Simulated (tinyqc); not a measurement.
Gated two-dimensional channel with two bands, quantum capacitance: one step of the calculation.

phi is the Fermi level above the lowest band edge, in volts; Vg is counted from the gate voltage at which an empty channel would have phi = 0. The channel has no thickness; trap charge is -q Dit phi.

Problem. New phi. D1 = gv md m0 q/(pi hbar^2), D2 = g2 m2 m0 q/(pi hbar^2) per eV; n1 = D1 Vt ln(1 + exp(phi/Vt)), n2 = D2 Vt ln(1 + exp((phi - E2)/Vt)), n = n1 + n2; Cq = q dn/dphi = q [D1/(1 + exp(-phi/Vt)) + D2/(1 + exp((E2 - phi)/Vt))]. Newton: f = phi + q (n + Dit phi)/Cox - Vg, phi(new) = phi - f/(1 + (Cq + q Dit)/Cox).

Inputs (values chosen for the exercise); lowest band close to that of a thin In0.53Ga0.47As body:
```
symbol   value         unit                                        meaning
T          300            K                                    temperature
md      0.0464           m0                                  in-plane mass
gv           1                                           valley degeneracy
m2         0.1           m0  in-plane mass of a second band, chosen freely
g2           6               valley degeneracy of that band, chosen freely
E2        0.17           eV               second band edge above the first
Dit          0  cm^-2 eV^-1                               density of traps
Vg        0.93            V                                   gate voltage
```

Constants: q = 1.602176634e-19 C, kB = 1.380649e-23 J/K, hbar = 1.054571817e-34 J s, m0 = 9.1093837015e-31 kg, Vt = kB T/q. Results are converted to the units shown.

phi after iteration 1 = 0.17745696 V
Cox = 1.1302110 uF/cm^2

Find: n1; n2; Cq; f; phi after iteration 2.

Solution.

n1 = 3.440e12 cm^-2
n2 = 5.493e12 cm^-2
Cq = 26.06 uF/cm^2
f = 0.5138 V
phi after iteration 2 = 0.1561 V

Numbers from tinyqc (`OMP_NUM_THREADS=1 python tinyqc.py 2200011 2200012 out.jsonl`; about 0.01 s on one thread of a shared Intel Xeon 2.30GHz).
